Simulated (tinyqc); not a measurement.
## Bandgap voltage reference from two bipolar transistors: effect of the output resistor at T0

Two transistors of area 1 and N carry the same current I. Is(T) = Is (T/T0)^eta exp[(Vg0 q/kB)(1/T0 - 1/T)], VBE1 = Vt ln(I/Is(T)) + I rb, VBE2 = Vt ln(I/(N Is(T))) + I rb/N. The amplifier forces I R1(T) = VBE1 - VBE2 + Vos, with R(T) = R (1 + tc (T - T0)) for both resistors, and the output is Vref = VBE1 + I R2(T). Base currents and the Early effect are neglected.

Vt = kB T/q; I = (Vt ln N + Vos)/(R1(T) - rb (1 - 1/N)). Box coefficient: span of Vref between 233 and 398 K over its average over T and over 165 K. The last column is the R2 that gives zero slope at T0.

Values chosen for this exercise; values of the order met in silicon bipolar transistors:

| symbol | value | unit | meaning |
|---|---|---|---|
| T0 | 300 | K | reference temperature |
| Vg0 | 1.185 | V | band-gap voltage extrapolated to 0 K |
| eta | 3.6 |  | temperature exponent of the saturation current |
| Is | 4.4e-18 | A | saturation current of the unit transistor at T0 |
| N | 8 |  | area ratio of the second transistor |
| R1 | 12 | kohm | resistor across which the difference of VBE falls, at T0 |
| tc | 0 | ppm/K | temperature coefficient of both resistors |
| Vos | 1.4 | mV | offset of the amplifier |
| rb | 68 | ohm | series resistance of the unit transistor |

Constants: q = 1.602176634e-19 C, kB = 1.380649e-23 J/K. Results are converted to the units shown.

Result of one run:

| R2 (kohm) | I at T0 (uA) | Vref at T0 (V) | slope at T0 (uV/K) | box coefficient (ppm/K) | R2 for zero slope (kohm) |
|---|---|---|---|---|---|
| 119.3 | 4.619 | 1.267 | 0.3810 | 15.38 | 119.3 |

What becomes of these results when the output resistor at T0 R2 is changed from 119.3 to 113.3 kohm, all else the same?

Result of the changed run:

| R2 (kohm) | I at T0 (uA) | Vref at T0 (V) | slope at T0 (uV/K) | box coefficient (ppm/K) | R2 for zero slope (kohm) |
|---|---|---|---|---|---|
| 113.3 | 4.619 | 1.239 | -89.66 | 79.50 | 119.3 |

The whole series:

| R2 (kohm) | I at T0 (uA) | Vref at T0 (V) | slope at T0 (uV/K) | box coefficient (ppm/K) | R2 for zero slope (kohm) |
|---|---|---|---|---|---|
| 109.7 | 4.619 | 1.223 | -143.7 | 124.9 | 119.3 |
| 113.3 | 4.619 | 1.239 | -89.66 | 79.50 | 119.3 |
| 116.9 | 4.619 | 1.256 | -35.64 | 36.47 | 119.3 |
| 119.3 | 4.619 | 1.267 | 0.3810 | 15.38 | 119.3 |
| 121.7 | 4.619 | 1.278 | 36.40 | 24.63 | 119.3 |
| 125.2 | 4.619 | 1.294 | 88.92 | 61.98 | 119.3 |
| 128.8 | 4.619 | 1.311 | 142.9 | 102.3 | 119.3 |

As R2 goes from 109.7 to 128.8, Vref rises from 1.223 to 1.311 V and the box coefficient goes from 125 through a minimum of 15.4 (at R2 = 119.3 among the rows listed) to 102 ppm/K. One per cent in R2 moves the slope by 17.9 uV/K.

tinyqc, about 0.02 s, one thread, Intel Xeon 2.30GHz (shared host): `OMP_NUM_THREADS=1 python tinyqc.py 2062077 2062078 out.jsonl`
